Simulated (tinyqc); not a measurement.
Kinetic against equilibrium segregation over temperature: surface segregation during layer-by-layer epitaxy: two-layer exchange kinetics and the shape of quantum wells and delta layers. Computed by tinyqc, a small Python program. Command: `OMP_NUM_THREADS=1 python tinyqc.py 3000467 3000468 out.jsonl mbeseg walk`. One thread of a shared host (Intel(R) Xeon(R) Processor @ 2.30GHz), about 0.01 s of CPU time with the checks.

Atoms A and B exchange only between the growing layer and the one below it. B is supplied for N layers, then pure A follows.

Inputs (values chosen for the exercise, close to those used for antimony in silicon):
```
quantity                                   value      unit
barrier E1 for B to move up                 1.83        eV
segregation energy E_s                      0.65        eV
attempt frequency nu                           1       THz
growth rate G                                1.8  layers/s
share x0 of B in the flux during the well  0.062         -
layers in the well N                           1         -
layer thickness                             1.36  angstrom
temperature T                                440         C
```

Constants: k_B = 8.617333262e-05 eV/K.

Method:
- p1 = nu exp(-E1/(k_B T)) (B up, A down), p2 = nu exp(-(E1 + E_s)/(k_B T)) (B down); time per layer tau = 1/G; K = p1/p2.
- Temperatures in kelvin are T(C) + 273.15.
- Each layer is deposited complete with B share x_dep and then exchanges for the time tau = 1/G with the layer below, whose share is b (total c = s + b fixed): ds/dt = p1 b (1 - s) - p2 s (1 - b), s(0) = x_dep. With the roots s1 < s2 of the right side, (s - s1)/(s - s2) = [(s(0) - s1)/(s(0) - s2)] exp(-(p1 - p2)(s2 - s1) tau). The lower layer is then buried with c - s, and s becomes the b of the next layer.
- In the dilute tail each layer passes up the share R = R_eq (1 - exp(-(p1 + p2) tau)); decay length = -layer thickness/ln R.
- R_eq = K/(1 + K).

Segregation:
```
T (C)      p1 tau     R_eq           R  decay length (angstrom)  peak share
320    1.5700e-04  1.00000  1.5698e-04               1.5526e-01  6.1990e-02
360    1.5073e-03  0.99999  1.5062e-03               2.0929e-01  6.1907e-02
400    1.1061e-02  0.99999  1.1000e-02               3.0156e-01  6.1318e-02
440    6.4901e-02  0.99997  6.2840e-02               4.9148e-01  5.8111e-02
480    3.1557e-01  0.99996  2.7063e-01               1.0405e+00  4.5346e-02
520    1.3082e+00  0.99993  7.2966e-01               4.3151e+00  1.7365e-02
560    4.7309e+00  0.99988  9.9107e-01               1.5161e+02  6.9530e-04
600    1.5208e+01  0.99982  9.9982e-01               7.6690e+03  1.1738e-05
```

What does the comparison show, and why?

The decay length grows in every row: exchange is still limited by its rate. p1 tau passes 1 between 480 and 520 C, below which sharp interfaces can be grown. Caution: decay lengths below one layer thickness are only formal.

Extremes, crossings and ranges named in words are read from the listed rows.
